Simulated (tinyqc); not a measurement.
# Error from band bending against le

In A the levels shift by pb (1 - z/W)^2 for z < W. The signal from depth z is weighted by exp(-z/le)/le, so the centroid shifts by pb [1 - 2/a + (2/a^2)(1 - exp(-a))], a = W/le, and the error of iA against its value at the interface is that less pb.

Parameters, values chosen for the exercise: band bending in A at the interface pb = -0.49 V; width of the bent region W = 20 nm.

Result of one run:

| a | centroid shift (eV) | error (meV) |
|---|---|---|
| 1.887 | -0.2042 | 285.8 |

Which escape depth le gave this result: 4.8, 6.2, 7.7 or 10.6 nm?

le = 10.6 nm.

The whole series:

| le (nm) | a | centroid shift (eV) | error (meV) |
|---|---|---|---|
| 0.5 | 40.00 | -0.4661 | 23.89 |
| 1.9 | 10.53 | -0.4057 | 84.26 |
| 3.4 | 5.882 | -0.3516 | 138.4 |
| 4.8 | 4.167 | -0.3104 | 179.6 |
| 6.2 | 3.226 | -0.2766 | 213.4 |
| 7.7 | 2.597 | -0.2471 | 242.9 |
| 9.1 | 2.198 | -0.2245 | 265.5 |
| 10.6 | 1.887 | -0.2042 | 285.8 |
| 12 | 1.667 | -0.1882 | 301.8 |

The size of the error rises from 23.9 to 302 meV; for large a it is 2 |pb|/a. It is below 50 meV, a typical accuracy of the method, in 1 of the 9 rows. Heavily doped substrates and deep-probing photons need the correction.

Program tinyqc, `OMP_NUM_THREADS=1 python tinyqc.py 2410117 2410118 out.jsonl`; Intel Xeon 2.30GHz, shared host, one thread, about 0.01 s.
